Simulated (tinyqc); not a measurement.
# Reverse leakage of an n+-p junction: diffusion, generation, trap-assisted and band-to-band tunnelling: what changes with what

One-sided abrupt junction in the depletion approximation, x from the junction (0) to W on the p side, field F = F0 (1 - x/W). Flat quasi-Fermi levels, long p side. Traps generate through SRH with both lifetimes shortened by 1 + Gamma (Hurkx enhancement, form for moderate fields); band-to-band generation is local and needs a total bending above Eg.

Values chosen for this exercise; band and dielectric values close to those of silicon:
```
symbol,value,unit,meaning
T,250,K,temperature
Eg,1.11,eV,band gap
eps_r,11.8,,relative permittivity
Nc,2.15e19,cm^-3,conduction-band density of states at T
Nv,2.01e19,cm^-3,valence-band density of states at T
Na,1.8e17,cm^-3,acceptor density of the lighter side
Nd,5e19,cm^-3,donor density of the heavier side
tau,3e-8,s,SRH lifetime of both carriers at zero field
Et,0,eV,trap level above the intrinsic level
mt,0.23,m0,tunnelling mass
Dn,4.7,cm^2/s,electron diffusion coefficient on the lighter side
Ab,6.4e14,cm^-0.5 V^-2.5 s^-1,band-to-band prefactor
Bb,1.96e7,V/cm,band-to-band field constant
VR,1.7,V,reverse bias
```

Constants: q = 1.602176634e-19 C, kB = 1.380649e-23 J/K, hbar = 1.054571817e-34 J s, m0 = 9.1093837015e-31 kg, Vt = kB T/q, eps0 = 8.8541878128e-14 F/cm where lengths are in cm. Results are converted to the units shown.

Each table varies one quantity; the others keep the values above.

## Leakage components against the trap level above the intrinsic level

ni = sqrt(Nc Nv) exp(-Eg/(2 Vt)), Eg in volts; Vbi = Vt ln(Na Nd/ni^2); W = sqrt(2 eps0 eps_r (Vbi + VR)/(q Na)); F0 = 2 (Vbi + VR)/W; FG = sqrt(24 mt m0 (kB T)^3)/(q hbar); J_diff = q ni^2 sqrt(Dn/tau)(1 - exp(-VR/Vt))/Na. u = (Vbi + VR)(1 - x/W)^2, p = Na exp(-u/Vt), n = Nd exp((u - Vbi - VR)/Vt); G0 = ni^2 (1 - exp(-VR/Vt))/(tau (n + p + 2 ni cosh(Et/Vt))); Gamma = 2 sqrt(3 pi)(F/FG) exp((F/FG)^2); trap-assisted part G0 Gamma; G_bb = Ab F^2.5 exp(-Bb/F) with F in V/cm, zero unless Vbi + VR > Eg, and counted as zero under 1 cm^-3 s^-1. Currents are q times the integrals over 0 to W; J_bb under 1e-8 of J is printed as 0; rows with F0/FG above 2.2, beyond the range of this Gamma, are left out.

The same in every row: F0 (kV/cm) = 388; F0/FG = 1.44; J_diff (A/cm^2) = 2.02e-16.

Results:
```
Et (eV)	J_SRH (A/cm^2)	J_TAT (A/cm^2)	J_bb (A/cm^2)	J (A/cm^2)	largest part
-0.3	6.47e-15	1.04e-13	2.82e-19	1.10e-13	trap-assisted tunnelling
-0.2	5.88e-13	9.61e-12	2.82e-19	1.02e-11	trap-assisted tunnelling
0	2.48e-9	4.12e-8	0	4.37e-8	trap-assisted tunnelling
0.1	5.36e-11	8.85e-10	0	9.38e-10	trap-assisted tunnelling
0.2	5.88e-13	9.61e-12	2.82e-19	1.02e-11	trap-assisted tunnelling
0.3	6.47e-15	1.04e-13	2.82e-19	1.10e-13	trap-assisted tunnelling
```

Estimate the missing row, Et = -0.1 eV.

Computed row:
```
Et (eV)	J_SRH (A/cm^2)	J_TAT (A/cm^2)	J_bb (A/cm^2)	J (A/cm^2)	largest part
-0.1	5.36e-11	8.85e-10	0	9.38e-10	trap-assisted tunnelling
```

With this row back in the table: J goes from 1.10e-13 through a maximum of 4.37e-8 (at Et = 0 among the rows listed) to 1.10e-13 A/cm^2. Trap-assisted tunnelling leads at Et = -0.3 and in all other rows.

## Leakage components against the SRH lifetime of both carriers at zero field

Same model as above.

The same in every row: F0 (kV/cm) = 388; F0/FG = 1.44.

Results:
```
tau (s)	J_diff (A/cm^2)	J_SRH (A/cm^2)	J_TAT (A/cm^2)	J_bb (A/cm^2)	J (A/cm^2)	largest part
1e-10	3.50e-15	7.45e-7	1.24e-5	0	1.31e-5	trap-assisted tunnelling
1e-9	1.11e-15	7.45e-8	1.24e-6	0	1.31e-6	trap-assisted tunnelling
1e-8	3.50e-16	7.45e-9	1.24e-7	0	1.31e-7	trap-assisted tunnelling
1e-7	1.11e-16	7.45e-10	1.24e-8	0	1.31e-8	trap-assisted tunnelling
1e-5	1.11e-17	7.45e-12	1.24e-10	0	1.31e-10	trap-assisted tunnelling
0.0001	3.50e-18	7.45e-13	1.24e-11	2.82e-19	1.31e-11	trap-assisted tunnelling
```

Estimate the missing row, tau = 1e-6 s.

Computed row:
```
tau (s)	J_diff (A/cm^2)	J_SRH (A/cm^2)	J_TAT (A/cm^2)	J_bb (A/cm^2)	J (A/cm^2)	largest part
1e-6	3.50e-17	7.45e-11	1.24e-9	0	1.31e-9	trap-assisted tunnelling
```

With this row back in the table: J falls from 1.31e-5 to 1.31e-11 A/cm^2. Trap-assisted tunnelling leads at tau = 1e-10 and in all other rows. J_SRH and J_TAT go as 1/tau and J_diff as tau^(-1/2); J_bb does not depend on it.

Range of the model: The n+ side is degenerate, so Vbi from Boltzmann statistics is only a guide.

tinyqc, about 0.01 s, one thread, Intel Xeon 2.30GHz (shared host): `OMP_NUM_THREADS=1 python tinyqc.py 2290136 2290137 out.jsonl`
